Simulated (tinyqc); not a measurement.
Lossy on-chip transmission line with skin effect: one step of the calculation.

A uniform line in a homogeneous dielectric: c = sqrt(er)/(c0 Z0), l = Z0 sqrt(er)/c0 (c0 = 299792458 m/s), g = w c td, w = 2 pi f. The resistance joins its limits as r = sqrt(r_dc^2 + r_hf^2), with r_dc = rho/(wd th), r_hf = kr rho/(2 delta (wd + th)), delta = sqrt(rho/(pi f mu0)), mu0 = 4 pi 1e-7 H/m; this is an interpolation, and internal inductance, up to 0.05 nH/mm at low frequency, is neglected.

Problem. Propagation constant and impedance. gamma = sqrt((r + i w l)(g + i w c)) = alpha + i beta, Zc = sqrt((r + i w l)/(g + i w c)), roots with positive real part; loss 8.685889638 alpha in dB; phase velocity w/beta.

Inputs (values chosen for the exercise):
```
symbol  value  unit    meaning
len       4.2    mm     length
f           4   GHz  frequency
```

r = 57.115325 ohm/mm
l = 0.39524178 nH/mm
c = 109.78938 pF/m
g = 0.055186164 S/m

Wanted: gamma len; Zc; loss; phase velocity over c0; r/(w l).

Solution.

gamma len = 1.0942+1.2748i
Zc = 111.84-92.18i ohm
loss = 2.2628 dB/mm
phase velocity over c0 = 0.27620
r/(w l) = 5.7498

r exceeds w l, so the line behaves mainly as an RC line at this frequency.

tinyqc, about 0.01 s, one thread, Intel Xeon 2.30GHz (shared host): `OMP_NUM_THREADS=1 python tinyqc.py 2810152 2810153 out.jsonl`
